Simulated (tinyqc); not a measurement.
Slow cooling against a quench: self-consistent Fermi level with native defects, at growth and after a quench. Computed by tinyqc, a small Python program. Command: `OMP_NUM_THREADS=1 python tinyqc.py 3024648 3024649 out.jsonl scfermi walk`. One thread of a shared host (Intel(R) Xeon(R) Processor @ 2.30GHz), about 0.05 s of CPU time with the checks.

Energies are counted from the top of the valence band (VBM); when the gap shrinks with temperature the conduction band moves and the levels stay. The added dopant is taken as fully ionised. D and A draw on one reservoir with opposite signs, as the two vacancies of a compound do.

Inputs (values chosen for the exercise, for a model semiconductor):
```
quantity                                value   unit
gap E_g at 300 K                         1.57     eV
slope -dE_g/dT above 300 K             0.0002   eV/K
electron mass m_e                      0.0707    m_0
valleys M_c                                 1      -
hole mass m_h                           0.499    m_0
E_f of the neutral native donor D       1.227     eV
E_f of the neutral native acceptor A    2.615     eV
shift s of the chemical potential      -0.045     eV
site density N_s                      4.3e+22  cm^-3
dopant density N_X                    2.3e+18  cm^-3
growth temperature T_g                   1180      K
temperature of use T                      300      K
```

Added shallow dopant: donor.

levels of D above the VBM, most positive state first (eV): 0.86  0.926

levels of A above the VBM, (0/-1) first (eV): 0.0435  0.769

Constants: m_0 = 9.1093837015e-31 kg; k_B = 1.380649e-23 J/K; h = 6.62607015e-34 J s; k_B = 8.617333262e-05 eV/K.

Method:
- E_f(D, 0) = input + s and E_f(A, 0) = input - s; E_f(q, E_F = 0) follows from the levels, eps(q/q-1) = E_f(q - 1) - E_f(q) at E_F = 0.
- E_g(T) = E_g - slope x max(0, T - 300 K).
- N_c = 2 M_c (2 pi m_e k_B T/h^2)^(3/2) and N_v = 2 (2 pi m_h k_B T/h^2)^(3/2), masses in units of m_0.
- At growth T = T_g.
- n = N_c F_1/2((E_F - E_g)/k_B T), p = N_v F_1/2(-E_F/k_B T).
- F_1/2(eta) = (2/sqrt(pi)) int_0^infinity sqrt(x)/(1 + exp(x - eta)) dx, by the trapezoid rule in t = sqrt(x) with step 0.02 up to t = 12 (for eta < -12 by exp(eta) - exp(2 eta)/2^(3/2)).
- In equilibrium c_q = N_s exp(-(E_f(q, 0) + q E_F)/k_B T).
- Net charge = p - n + sum q c_q + N_X; the log ratio is ln(positive charge/negative charge).
- E_F is the root of the log ratio, by 50 bisections between -0.5 eV and E_g + 0.5 eV.
- After a quench the totals of D and A stay as grown, and each is shared among its charge states with weights exp(-(E_f(q, 0) + q E_F)/k_B T).
- Each E_F by bisection; full equilibrium lets the defects form and vanish at every T.

E_f(q, E_F = 0) (eV): D(+2) -0.6040, D(+1) 0.2560, D(0) 1.1820, A(0) 2.6600, A(-1) 2.7035, A(-2) 3.4725

total D = 4.14608e+17 cm^-3

total A = 9.37283e+17 cm^-3

Two histories (densities in cm^-3):
```
T (K)  E_F, equilibrium (eV)           n           p  all defects  E_F, frozen (eV)   n, frozen   p, frozen
1000                  1.2734  4.4157e+17  2.0588e+13   9.7931e+17            1.2721  4.3564e+17  2.0883e+13
830                   1.3524  4.2550e+17  2.5000e+11   9.4026e+17            1.3526  4.2677e+17  2.4921e+11
650                   1.4356  4.3053e+17  2.0882e+08   9.3477e+17            1.4348  4.2549e+17  2.1154e+08
480                   1.5136  4.8705e+17  2.2969e+03   9.0647e+17            1.5070  4.2544e+17  2.6894e+03
300                   1.5952  7.3121e+17  1.4076e-08   7.8439e+17            1.5755  4.2543e+17  3.0198e-08
```

What does the comparison show, and why?

At 300 K equilibrium would leave 7.84e17 defects per cm^3 against 1.35e18 frozen in, and E_F differs by -0.020 eV. The majority density of the quenched sample is 0.58 times the equilibrium one. Real samples lie between, set by the temperature at which diffusion stops.
